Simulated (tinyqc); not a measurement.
Comparisons within one model: alloy A(1-x)B(x) by interpolation with bowing. A value that a table varies takes the place of the one given here.

Each gap follows E(x) = (1 - x) E_A + x E_B - C x (1 - x); the lattice constant follows Vegard, a(x) = (1 - x) a_A + x a_B.

Mass at Gamma from the Kane formula 1/m = F + Ep (Eg + 2 Dso/3)/(Eg (Eg + Dso)). F is fixed by the masses of A and B and interpolated linearly, as is Ep; Eg and Dso carry their bowing.

Constants: hc = 1239.841984 eV nm.

Values chosen for the exercise (A near GaAs, B near AlAs; the results hold for these values, not for the real material): a = (5.654, 5.664) angstrom (lattice constant of A, B); Eg = (1.541, 3.128) eV (gap at Gamma to the s-like level of A, B); EgX = (1.968, 2.272) eV (gap to the lowest valley along Gamma-X of A, B); EgL = (1.838, 2.444) eV (gap to L of A, B); C = (0.353, 0.092, 0) eV (bowing of the Gamma, X and L gaps); Dso = (0.338, 0.283) eV (spin-orbit splitting of A, B); Ep = (25.9, 21) eV (Kane energy of A, B); me = (0.0671, 0.1513) m0 (electron mass at Gamma of A, B); Cs = 0 eV (bowing of Dso); x = 0.2 (fraction of B).

## Gaps across the alloy

Eleven compositions.

Gaps (eV):

| x | a (angstrom) | Gamma | X | L | lowest | wavelength (nm) |
|---|---|---|---|---|---|---|
| 0.0 | 5.6540 | 1.541 | 1.968 | 1.838 | Gamma | 805 |
| 0.1 | 5.6550 | 1.668 | 1.990 | 1.899 | Gamma | 743 |
| 0.2 | 5.6560 | 1.802 | 2.014 | 1.959 | Gamma | 688 |
| 0.3 | 5.6570 | 1.943 | 2.040 | 2.020 | Gamma | 638 |
| 0.4 | 5.6580 | 2.091 | 2.068 | 2.080 | X | 600 |
| 0.5 | 5.6590 | 2.246 | 2.097 | 2.141 | X | 591 |
| 0.6 | 5.6600 | 2.408 | 2.128 | 2.202 | X | 583 |
| 0.7 | 5.6610 | 2.578 | 2.161 | 2.262 | X | 574 |
| 0.8 | 5.6620 | 2.754 | 2.196 | 2.323 | X | 564 |
| 0.9 | 5.6630 | 2.938 | 2.233 | 2.383 | X | 555 |
| 1.0 | 5.6640 | 3.128 | 2.272 | 2.444 | X | 546 |

What can be read from the table?

The lowest valley changes at x = 0.381 (Gamma to X, gap 2.062 eV). The Gamma gap is monotonic, since its bowing (0.353 eV) is smaller than the difference of the end gaps (1.587 eV); at x = 0.5 bowing lowers it by C/4 = 0.088 eV.

## Three ways to interpolate a mass

Linear in m, linear in 1/m, and the Kane formula.

Masses (m0):

| x | Eg (eV) | linear in m | linear in 1/m | Kane | Kane m/Eg (1/eV) |
|---|---|---|---|---|---|
| 0.000 | 1.541 | 0.0671 | 0.0671 | 0.0671 | 0.0435 |
| 0.125 | 1.701 | 0.0776 | 0.0721 | 0.0753 | 0.0443 |
| 0.250 | 1.872 | 0.0882 | 0.0779 | 0.0842 | 0.0450 |
| 0.375 | 2.053 | 0.0987 | 0.0848 | 0.0938 | 0.0457 |
| 0.500 | 2.246 | 0.1092 | 0.0930 | 0.1041 | 0.0463 |
| 0.625 | 2.450 | 0.1197 | 0.1029 | 0.1150 | 0.0469 |
| 0.750 | 2.665 | 0.1303 | 0.1152 | 0.1266 | 0.0475 |
| 0.875 | 2.891 | 0.1408 | 0.1308 | 0.1387 | 0.0480 |
| 1.000 | 3.128 | 0.1513 | 0.1513 | 0.1513 | 0.0484 |

What can be read from the table?

At x = 0.5 the three give 0.1092, 0.0930 and 0.1041; judged by the largest distance, the Kane value is closer to the interpolation in m (largest distances 0.0051 m0 from the rule in m, 0.0121 m0 from the rule in 1/m). The ratio m/Eg varies by a factor of 1.11 while the gap varies by 2.03; a constant ratio is the two-band rule m = Eg/Ep at fixed Ep.

## What each parameter does

Gaps at x and the Kane mass. Each row changes one parameter from the base and keeps the others.

Results:

| case | Gamma (eV) | X (eV) | L (eV) | mass (m0) |
|---|---|---|---|---|
| base | 1.8019 | 2.0141 | 1.9592 | 0.0805 |
| x = 0.24 | 1.8575 | 2.0242 | 1.9834 | 0.0834 |
| C = (0.453, 0.192, 0.1) eV | 1.7859 | 1.9981 | 1.9432 | 0.0798 |
| Eg = (1.618, 3.128) eV | 1.8635 | 2.0141 | 1.9592 | 0.0795 |
| EgX = (1.968, 2.158) eV | 1.8019 | 1.9913 | 1.9592 | 0.0805 |
| EgL = (1.746, 2.444) eV | 1.8019 | 2.0141 | 1.8856 | 0.0805 |
| Ep = (28.5, 23.1) eV | 1.8019 | 2.0141 | 1.9592 | 0.0811 |
| Cs = 0.05 eV | 1.8019 | 2.0141 | 1.9592 | 0.0804 |

What can be read from the table?

The largest shifts from the base row, up to three for each result and ties (the steps differ in size, so this ranks the rows, not the parameters). Gamma (eV): Eg +0.0616, x +0.0556, C -0.0160; unchanged at the printed digits by EgX, EgL, Ep and Cs. X (eV): EgX -0.0228, C -0.0160, x +0.0101; unchanged at the printed digits by Eg, EgL, Ep and Cs. L (eV): EgL -0.0736, x +0.0242, C -0.0160; unchanged at the printed digits by Eg, EgX, Ep and Cs. mass (m0): x +0.0029, Eg -0.0010, C -0.0007; unchanged at the printed digits by EgX and EgL.

Run: tinyqc, `OMP_NUM_THREADS=1 python tinyqc.py 1050607 1050608 out.jsonl`; Intel(R) Xeon(R) Processor @ 2.30GHz, one thread, shared host; about 0.01 s of CPU time with all checks.
